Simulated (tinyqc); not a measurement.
Planar ballistic transistor, top-of-the-barrier model: effect of the temperature.

At the top of the source barrier, states moving towards the drain are filled by the source (Fermi level 0) and states moving back by the drain (Fermi level -q Vd); nothing scatters. U is the shift of the band edge there, set by the capacitances CG, CD and CS (the total) and by the charge. Parabolic two-dimensional band; the source is grounded.

N0 = gv m kB T/(pi hbar^2), CG = eps0 eox/tox, vT = sqrt(2 kB T/(pi m)), CS = CG/aG, n0 = n at U = 0 and Vd = 0. eta1 = -(E0 + U)/Vt, eta2 = eta1 - Vd/Vt, n = (N0/2)[F_0(eta1) + F_0(eta2)], F_0(x) = ln(1 + exp x). U = UL + q (n - n0)/CS with UL = -(aG Vg + aD Vd), energies in eV. I = q (N0/2) vT [F_(1/2)(eta1) - F_(1/2)(eta2)] per width, F_(1/2)(x) = (2/sqrt(pi)) int_0^infinity u^(1/2)/(1 + exp(u - x)) du. CQ = (q/Vt) dn/d(eta1). E0 is held fixed.

Inputs (values chosen for the exercise); mass and valleys close to those of silicon (two valleys):
- m = 0.187 m0 (effective mass)
- gv = 2 (valley degeneracy)
- eox = 22 (relative permittivity of the gate insulator)
- tox = 2.9 nm (insulator thickness)
- aG = 0.79 (gate control CG/CS)
- aD = 0.03 (drain control CD/CS)
- E0 = 0.38 eV (band edge at the barrier top above the source Fermi level at zero bias)
- Vg = 0.5 V (gate voltage)
- Vd = 0.5 V (drain voltage)

Constants: q = 1.602176634e-19 C, kB = 1.380649e-23 J/K, hbar = 1.054571817e-34 J s, m0 = 9.1093837015e-31 kg, Vt = kB T/q, eps0 = 8.8541878128e-14 F/cm where lengths are in cm. Results are converted to the units shown.

Result of one run:
```
T (K),eta1,n (cm^-2),I (uA/um),mean velocity I/(q n) (cm/s),CQ/CS
77,1.732,9.822e11,128.1,8.138e6,1.251
```

What becomes of these results when the temperature T is changed from 77 to 420 K, all else the same?

Result of the changed run:
```
T (K),eta1,n (cm^-2),I (uA/um),mean velocity I/(q n) (cm/s),CQ/CS
420,-0.1115,1.806e12,466.8,1.613e7,0.6950
```

The whole series:
```
T (K),eta1,n (cm^-2),I (uA/um),mean velocity I/(q n) (cm/s),CQ/CS
50,2.781,9.562e11,112.0,7.312e6,1.386
77,1.732,9.822e11,128.1,8.138e6,1.251
120,0.9846,1.052e12,158.9,9.427e6,1.072
180,0.5001,1.180e12,209.1,1.105e7,0.9163
240,0.2417,1.327e12,265.8,1.250e7,0.8245
300,0.08005,1.482e12,328.0,1.381e7,0.7654
360,-0.03077,1.643e12,395.1,1.501e7,0.7247
420,-0.1115,1.806e12,466.8,1.613e7,0.6950
```

As T goes from 50 to 420 K, n rises from 9.56e11 to 1.81e12 cm^-2, the mean velocity rises from 7.31e6 to 1.61e7 cm/s and the current rises from 112 to 467 uA/um. CQ/CS goes from 1.4 to 0.69.

Program tinyqc, `OMP_NUM_THREADS=1 python tinyqc.py 2400055 2400056 out.jsonl`; Intel Xeon 2.30GHz, shared host, one thread, about 0.01 s.
